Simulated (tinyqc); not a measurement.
Inside a calculation. Method: G0W0 on RHF in the sto-3g basis, for BeH2, spin multiplicity 1. One step of it, computed by the program tinyqc.

Question. Iteration 7 (converged): orbitals. Diagonalise F' = X^T F X, C = X C', fill 3 alpha and 3 beta electrons from the bottom; D = 2 C_occ C_occ^T. Each column has its largest component positive (the first on a tie).

converged F (hartree):
```
            1Be 1s     1Be 2s   1Be 2px    1Be 2py    1Be 2pz      2H 1s      3H 1s
1Be 1s   -4.523045  -1.288658  0.000000   0.000000   0.002119  -0.275760  -0.275760
1Be 2s   -1.288658  -0.610918  0.000000   0.000000  -0.018186  -0.373984  -0.373984
1Be 2px   0.000000   0.000000  0.213674   0.000000   0.000000   0.000000   0.000000
1Be 2py   0.000000   0.000000  0.000000  -0.186649   0.000000  -0.317370   0.317370
1Be 2pz   0.002119  -0.018186  0.000000   0.000000   0.211474  -0.022921  -0.022921
2H 1s    -0.275760  -0.373984  0.000000  -0.317370  -0.022921  -0.267391  -0.029083
3H 1s    -0.275760  -0.373984  0.000000   0.317370  -0.022921  -0.029083  -0.267391
```

X:
```
            1Be 1s     1Be 2s   1Be 2px    1Be 2py    1Be 2pz      2H 1s      3H 1s
1Be 1s    1.028571  -0.152562  0.000000   0.000000  -0.001793   0.020414   0.020414
1Be 2s   -0.152562   1.205303  0.000000   0.000000   0.018921  -0.269113  -0.269113
1Be 2px   0.000000   0.000000  1.000000   0.000000   0.000000   0.000000   0.000000
1Be 2py   0.000000   0.000000  0.000000   1.294414   0.000000  -0.375878   0.375878
1Be 2pz  -0.001793   0.018921  0.000000   0.000000   1.002003  -0.028604  -0.028604
2H 1s     0.020414  -0.269113  0.000000  -0.375878  -0.028604   1.235896  -0.075816
3H 1s     0.020414  -0.269113  0.000000   0.375878  -0.028604  -0.075816   1.235896
```

Give: F' = X^T F X; orbital energies; coefficients C; D after iteration 7.

Answer.

F' = X^T F X (hartree):
```
        1       2      3       4       5       6       7
1  -4.414  -0.697  0.000   0.000   0.001  -0.025  -0.025
2  -0.697  -0.122  0.000   0.000   0.008  -0.305  -0.305
3   0.000   0.000  0.214   0.000   0.000   0.000   0.000
4   0.000   0.000  0.000   0.238   0.000  -0.420   0.420
5   0.001   0.008  0.000   0.000   0.214  -0.029  -0.029
6  -0.025  -0.305  0.000  -0.420  -0.029   0.072  -0.091
7  -0.025  -0.305  0.000   0.420  -0.029  -0.091   0.072
```

orbital energies (hartree): MO1 -4.526, MO2 -0.436, MO3 -0.395, MO4 0.209, MO5 0.214, MO6 0.412, MO7 0.796

coefficients C:
```
            MO1     MO2     MO3     MO4    MO5     MO6     MO7
1Be 1s    0.992  -0.216   0.000   0.045  0.000  -0.223   0.000
1Be 2s    0.032   0.584   0.000  -0.195  0.000   1.114   0.000
1Be 2px   0.000   0.000   0.000   0.000  1.000   0.000   0.000
1Be 2py   0.000   0.000   0.499   0.000  0.000   0.000   1.307
1Be 2pz   0.000   0.021   0.000   0.980  0.000   0.212   0.000
2H 1s    -0.004   0.392   0.419   0.089  0.000  -0.765  -0.909
3H 1s    -0.004   0.392  -0.419   0.089  0.000  -0.765   0.909
```

D after iteration 7:
```
         1Be 1s  1Be 2s  1Be 2px  1Be 2py  1Be 2pz   2H 1s   3H 1s
1Be 1s    2.061  -0.190    0.000    0.000   -0.009  -0.177  -0.177
1Be 2s   -0.190   0.685    0.000    0.000    0.025   0.458   0.458
1Be 2px   0.000   0.000    0.000    0.000    0.000   0.000   0.000
1Be 2py   0.000   0.000    0.000    0.498    0.000   0.418  -0.418
1Be 2pz  -0.009   0.025    0.000    0.000    0.001   0.017   0.017
2H 1s    -0.177   0.458    0.000    0.418    0.017   0.658  -0.043
3H 1s    -0.177   0.458    0.000   -0.418    0.017  -0.043   0.658
```
